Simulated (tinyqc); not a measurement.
From results back to parameters: Wannier exciton and Elliott formula. Four cases, with inputs chosen for the exercise.

Problem. Bulk exciton lines lie at Eg - Ry*/n^2 with Ry* = Ry mu/eps^2. Lines n = 1 and 2 were computed from hidden Eg and mu.

Constants: Ry = 13.60569312 eV; a0 (Bohr radius) = 0.5291772105 angstrom.

Case 1.

Values chosen (out of a larger set: near those of InGaAs; not measured data): eps = 13.9 (dielectric constant).

lines (eV): 0.826936  0.828484

Case 2.

Values chosen (out of a larger set: near those of InGaAs; not measured data): eps = 14.2 (dielectric constant).

lines (eV): 0.824995  0.826499

Case 3.

Values chosen (out of a larger set: near those of InP; not measured data): eps = 12.8 (dielectric constant).

lines (eV): 1.438915  1.442729

Case 4.

Values chosen (out of a larger set: near those of Ge at its direct gap; not measured data): eps = 15.4 (dielectric constant).

lines (eV): 0.879348  0.880587

Find: Ry*; Eg; mu; a* = a0 eps/mu.

Solution. The spacing is Ry* (1/1 - 1/4).

Case 1.

Ry* = 2.06 meV
Eg = 0.8290 eV
mu = 0.029 m0
a* = a0 eps/mu = 251 angstrom

Case 2.

Ry* = 2.01 meV
Eg = 0.8270 eV
mu = 0.030 m0
a* = a0 eps/mu = 253 angstrom

Case 3.

Ry* = 5.08 meV
Eg = 1.4440 eV
mu = 0.061 m0
a* = a0 eps/mu = 111 angstrom

Case 4.

Ry* = 1.65 meV
Eg = 0.8810 eV
mu = 0.029 m0
a* = a0 eps/mu = 283 angstrom

Computed by tinyqc, one run a case: `OMP_NUM_THREADS=1 python tinyqc.py N N+1 out.jsonl` with N = 1250773, 1250877, 1250885, 1251051; one thread of a shared Intel(R) Xeon(R) Processor @ 2.30GHz, about 0.02 s a run at most.
